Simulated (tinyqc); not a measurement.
Van der Pauw, Hall and four-point-probe measurements on a doped layer: two steps of the calculation.

A uniform n-type layer with sheet resistance Rs = 1/(q ns mu), point contacts, low field (mu B small).

Inputs (values chosen for the exercise): sheet density of the layer ns = 9.5e11 cm^-2; drift mobility mu = 76 cm^2/(V s); Hall factor rH = 1; magnetic field B = 0.3 T; current I = 100 uA; side ratio a/b of a rectangular sample with corner contacts ar = 1.89.

Constants: q = 1.602176634e-19 C. Results are converted to the units shown.

Task 1. Resistances and Hall voltage. Rs = 1/(q ns mu). For a rectangle with contacts at the corners, RA = (8 Rs/pi) sum_(k>=0) ln coth((2k + 1) pi a/(2 b)) with current along a short side b and voltage along the opposite one, RB the same with a and b exchanged; Hall voltage VH = rH B I/(q ns), negative for electrons.

Wanted: Rs; RA; RB; VH.

Result 1.

Rs = 86447 ohm/square
RA = 1161.6 ohm
RB = 87671 ohm
VH = -19.710 mV

RB/RA = 75.5; for a square both equal Rs ln 2/pi = 19100 ohm.

Task 2. New z. The van der Pauw equation exp(-pi RA z) + exp(-pi RB z) = 1 is solved for z = 1/Rs: e1 = exp(-pi RA z), e2 = exp(-pi RB z), f = e1 + e2 - 1, f' = -pi (RA e1 + RB e2), z(new) = z - f/f'.

z after iteration 2 = 0.010508349 mS
RA = 1161.5964 ohm
RB = 87670.685 ohm

Find: e1; e2; f; f'; z after iteration 3.

Result 2.

e1 = 0.96238
e2 = 0.055340
f = 0.017718
f' = -18.754 kohm
z after iteration 3 = 0.011453 mS

Computed by the program tinyqc: `OMP_NUM_THREADS=1 python tinyqc.py 2850190 2850191 out.jsonl`, one thread of a shared Intel Xeon 2.30GHz, about 0.04 s for the whole run.
